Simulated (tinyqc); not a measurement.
Rapid thermal processing of a wafer: radiative balance, ramp and cooling, pattern effects, pyrometer error and spike budget: one step, computed by the program tinyqc.

The wafer is opaque and uniform through its thickness unless said otherwise; temperatures in formulas are in kelvin (C + 273.15). sigma = 5.670374419e-12 W/(cm^2 K^4).

Question. Power to hold and to ramp. Effective emissivity between parallel grey plates: eps_eff = 1/(1/eps + 1/(1 - r) - 1). Loss per area q(T) = 2 eps_eff sigma (T^4 - T_w^4) + h (T - T_w). Absorbed power during a ramp = q(T) + C d x ramp rate; thermal time constant tau = C d/(dq/dT), dq/dT = 8 eps_eff sigma T^3 + h; natural cooling rate q/(C d); front-to-back difference under one-sided heating at the end of the ramp = (absorbed power) d/(2 k).

Inputs (values chosen for the exercise, modelled on a hot silicon wafer):
```
quantity,value,unit
wafer thickness d,525,micrometre
heat capacity per volume C,2.04,J/(cm^3 K)
thermal conductivity k,0.3,W/(cm K)
emissivity eps of each face,0.56,-
reflectivity of the chamber walls r,0.61,-
"gas heat-transfer coefficient h, both faces together",1.2,mW/(cm^2 K)
wall temperature T_w,700,K
process temperature,825,C
ramp rate,36,K/s
```

Give: eps_eff; holding power q; power at the end of the ramp; dq/dT; time constant tau; natural cooling rate; front-to-back difference.

Answer.

eps_eff = 0.2985

holding power q = 4.588 W/cm^2

power at the end of the ramp = 8.444 W/cm^2

dq/dT = 19.13 mW/(cm^2 K)

time constant tau = 5.598 s

natural cooling rate = 42.84 K/s

front-to-back difference = 0.7388 K

Radiation carries 90 % of the loss. The ramp needs 1.8 times the holding power.
